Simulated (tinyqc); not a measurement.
# Deep-level transient spectroscopy, step by step

Program tinyqc, `OMP_NUM_THREADS=1 python tinyqc.py 2050007 2050008 out.jsonl`; Intel Xeon 2.30GHz, shared host, one thread, about 0.01 s. Printed values are rounded.

Schottky contact on an n-type layer with shallow donors Nd (all ionised) and a donor-like deep trap, neutral when filled and positive when empty; depletion approximation. Traps within lam of the depletion edge stay filled. A long pulse to Vp fills the traps beyond x1 = Wp - lam; back at Vr those between x1 and x2 = Wr - lam emit. A rate window reads S = C(t2) - C(t1).

Parameters, values chosen for the exercise; material values close to those of silicon:
- eps_r = 11.6 (relative permittivity)
- Nc = 2.84e19 cm^-3 (conduction-band density of states at 300 K)
- vth = 2.4e7 cm/s (thermal velocity at 300 K)
- Nd = 4.2e16 cm^-3 (shallow donor density)
- Vbi = 0.65 V (built-in voltage)
- Et = 0.16 eV (depth of the trap below the conduction edge)
- sn = 4.1e-16 cm^2 (capture cross-section)
- Nt = 8.8e15 cm^-3 (trap density)
- Vr = 5.8 V (reverse bias)
- Vp = 0 V (reverse bias during the filling pulse)
- t1 = 10 ms (first sampling time)
- t2 = 40 ms (second sampling time)
- T = 89 K (temperature of the transient)

Constants: q = 1.602176634e-19 C, kB = 1.380649e-23 J/K, eps0 = 8.8541878128e-14 F/cm where lengths are in cm. Results are converted to the units shown.

Range of the model: Below about 110 K shallow donors begin to freeze out, which the model ignores. With Nt above a tenth of Nd the edge x2 moves during the transient, which this model holds fixed, and the transient is not a plain exponential.

## Emission rate and rate window

Emission rate en = sn vth(T) Nc(T) exp(-Et/kB T) = sn g T^2 exp(-Et/kB T), g = vth Nc/(300 K)^2, as vth goes as T^0.5 and Nc as T^1.5 (degeneracy factor 1). For an exponential transient S peaks where en = ew = ln(t2/t1)/(t2 - t1).

g = 7.573333e21 cm^-2 s^-1 K^-2
en = 21.40797 1/s
1/en = 46.71157 ms
ew = 46.20981 1/s

## Widths

lam = sqrt(2 eps0 eps_r (EF - ET)/(q Nd)), EF - ET = Et - (kB T/q) ln(Nc(T)/Nd), Nc(T) = Nc (T/300 K)^1.5. In the steady state at the band bending V, 2 eps0 eps_r V/q = Nd W^2 + Nt (W - lam)^2 (the second term only if W > lam). V = Vbi + Vr gives Wr and V = Vbi + Vp gives Wp; x1 = max(Wp - lam, 0).

lam = 61.52507 nm
Wr = 413.4554 nm
Wp = 136.6057 nm
x1 = 75.08063 nm
x2 = 351.9303 nm
G = (x2^2 - x1^2)/Wr^2 = 0.6915534

The rule Nt = 2 Nd |dC|/C assumes G = 1 and would understate Nt by a factor of about 1/G = 1.45 here (the limit of small Nt/Nd).

## The transient

t, sample 0 to 6 (ms): [0, 5, 10, 25, 40, 80, 200]

W(t)^2 = Wr^2 + (Nt/Nd)(x2^2 - x1^2) exp(-en t), C = eps0 eps_r/W; for small Nt, dC/C = -(Nt/2 Nd) G exp(-en t) with G = (x2^2 - x1^2)/Wr^2. S = C(t2) - C(t1).

```
sample  C (nF/cm^2)  C - C(final) (pF/cm^2)
0          23.21640               -1625.114
1          23.36698               -1474.531
2          23.50481               -1336.705
3          23.85032                -991.191
4          24.11069                -730.822
5          24.52309                -318.423
6          24.81668                 -24.836
```

S = 605.8827 pF/cm^2

## Step 1: peak temperature

T at the start = 300 K

Fixed-point step for en(T) = ew: T(new) = (Et q/kB)/ln(sn g T^2/ew), g = vth Nc/(300 K)^2.

T after step 1 = 82.43705 K

## Course of the iteration for the peak temperature

Start from 300 K; stop when T changes by less than 1e-8 K.

Course of the iteration:
```
step     T (K)  change (K)
1     82.43705         218
2     93.11818        10.7
3     91.99397        1.12
4     92.10483       0.111
5     92.09383      0.0110
6     92.09492     1.09e-3
7     92.09481     1.08e-4
8     92.09482     1.07e-5
9     92.09482     1.07e-6
10    92.09482     1.06e-7
11    92.09482     1.05e-8
12    92.09482     1.04e-9
```

Converged in 12 steps; each multiplies the error by -2 kB T/Et = -0.099.
